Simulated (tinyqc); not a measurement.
# Changing the energy inside the band E

Model: Koster-Slater impurity in a tight-binding band, by Green functions and by supercells. Computed by tinyqc, a small Python program. Command: `OMP_NUM_THREADS=1 python tinyqc.py 3007783 3007784 out.jsonl kosterslater sweep`. One thread of a shared host (Intel(R) Xeon(R) Processor @ 2.30GHz), about 0.08 s of CPU time with the checks.

One orbital per site, e(k) = -2 t sum cos(k_i) over 3 direction(s), band from -6 t to 6 t, lattice constant 1. One site has the extra energy U. Spin is left out.

Inputs (values chosen for the exercise, for a model band):
```
quantity                  value      unit
hopping t                   1.7        eV
impurity potential U       10.2        eV
broadening eta             0.14        eV
impurity concentration c  0.003  per site
```

Lattice: simple cubic.

Constants: hbar = 6.582119569e-16 eV s.

Method. Inside the band G0(z), z = E + i eta, comes from the chain form 1/(sqrt(y - 2t) sqrt(y + 2t)) (principal roots) at y = z + 2 t cos k + 2 t cos k', averaged over k and k' in (0, pi) with 200 Gauss-Legendre points each. T = U/(1 - U G0); phase shift delta = -arg(1 - U G0) in (-pi, pi]; host density of states -Im G0/pi; on the impurity -Im[G0/(1 - U G0)]/pi; lifetime of a band state hbar/(-2 c Im T).

One run for each value; columns: (1) energy inside the band E (eV); (2) host density of states (1/eV); (3) density of states on the impurity (1/eV); (4) phase shift delta (rad); (5) scattering lifetime (fs):
```
(1)         (2)       (3)      (4)     (5)
-9.69  0.008741  0.001382  -0.1116  242.78
-7.54  0.023554  0.003180  -0.2810  105.54
-5.38  0.040715  0.004445  -0.4457   75.50
-3.23  0.079874  0.006338  -0.8052   52.96
-1.08  0.082519  0.009336  -1.0961   35.95
1.08   0.082519  0.011147  -1.3330   30.11
3.23   0.079874  0.011811  -1.7486   28.42
5.38   0.040715  0.018207  -2.0814   18.43
7.54   0.023554  0.024858  -2.2543   13.50
9.69   0.008741  0.026709  -2.6299   12.57
```

What does the table show?

Over the rows, host density of states (1/eV) goes from 0.00874 through a maximum among these rows, 0.0825 at -1.08, to 0.00874; density of states on the impurity (1/eV) rises from 0.00138 to 0.0267; phase shift delta (rad) falls from -0.112 to -2.63.

Extremes, crossings and ranges named in words are read from the listed rows.
